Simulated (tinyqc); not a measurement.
Energy and delay of logic against supply voltage: two steps of the calculation.

One expression serves below and above threshold: I(Vg) = Ik [ln(1 + exp((Vg - VT + dd V)/(al nf Vt)))]^al, with I_on = I(V) and I_off = I(0). Gate delay td = kd C V/I_on, clock period LD td. Per gate and cycle the switching energy is act C V^2 and the leakage energy I_off V LD td. No short-circuit current, no variation. Minima are sought above 0.09 V; below a few Vt gates no longer switch and the model has no meaning.

Parameters, values chosen for the exercise; values of the order met in logic technologies: temperature T = 250 K; threshold voltage at zero drain bias VT = 0.19 V; slope factor nf = 1.14; barrier lowering per volt of supply dd = 0.07; specific current of a gate Ik = 0.64 uA; exponent of the current law al = 1.48; load capacitance of a gate C = 0.31 fF; delay factor kd = 0.8; logic depth LD = 40; activity factor act = 0.2; supply voltage V = 0.79 V.

Constants: q = 1.602176634e-19 C, kB = 1.380649e-23 J/K, Vt = kB T/q. Results are converted to the units shown.

Task 1. Currents, delay and energies. I_on, I_off, td, clock frequency 1/(LD td), both energies and their sum.

Wanted: I_on; I_off; td; clock frequency; switching energy; leakage energy; energy.

Result 1.

I_on = 46.238 uA
I_off = 2.6086 nA
td = 4.2372 ps
clock frequency = 5.9001 GHz
switching energy = 38.694 aJ
leakage energy = 0.34927 aJ
energy = 39.043 aJ

I_on/I_off = 17700; leakage makes up 0.895 % of the energy.

Task 2. New V. Minimum-energy supply: E(V) is the energy per gate and cycle; with h = 0.001 V, E' = (E(V + h) - E(V - h))/(2 h), E'' = (E(V - h) - 2 E(V) + E(V + h))/h^2, V(new) = V - E'/E''.

V at the start = 0.21 V

Give: E'; E''; V after iteration 1.

Result 2.

E' = 23.114 aJ/V
E'' = 198.43 aJ/V^2
V after iteration 1 = 0.093520 V

Numbers from tinyqc (`OMP_NUM_THREADS=1 python tinyqc.py 2082149 2082150 out.jsonl`; about 0.01 s on one thread of a shared Intel Xeon 2.30GHz).
